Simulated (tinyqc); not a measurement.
Spin coating of a resist or spin-on film: centrifugal thinning, evaporation and the final thickness (Emslie and Meyerhofer models): one step, computed by the program tinyqc.

A Newtonian film stays uniform over the wafer; solvent and solids have the same density and the concentration is uniform through the thickness.

Problem. First explicit step of the full model. omega = 2 pi f/60; nu(c) = nu_s + k c^gamma; evaporation rate e = e0 sqrt(f/1000 rpm). Solids s and liquid l per area start at s = c0 h0, l = (1 - c0) h0. With h = h0 and c = c0: Q = K h^3, K = 2 omega^2/(3 nu); one Euler step of length dt = 0.01 h0/Q for s and l, ds/dt = -c Q, dl/dt = -(1 - c) Q - e.

Inputs (values chosen for the exercise, of the order of those of a polymer resist in an ester solvent): solids volume fraction c0 = 0.17; starting thickness h0 = 300 micrometre.

flow constant K = 3.709819e-04 1/(micrometre^2 s)

evaporation rate e = 0.7212489 micrometre/s

Give: Q; dt; s; l; Q/e at the start.

Solution.

Q = 10017 micrometre/s

dt = 2.995e-04 s

s = 50.49 micrometre

l = 246.5 micrometre

Q/e at the start = 13888

Caution: above a Reynolds number of about 3e5 the air flow near the rim turns turbulent, and evaporation is no longer uniform.
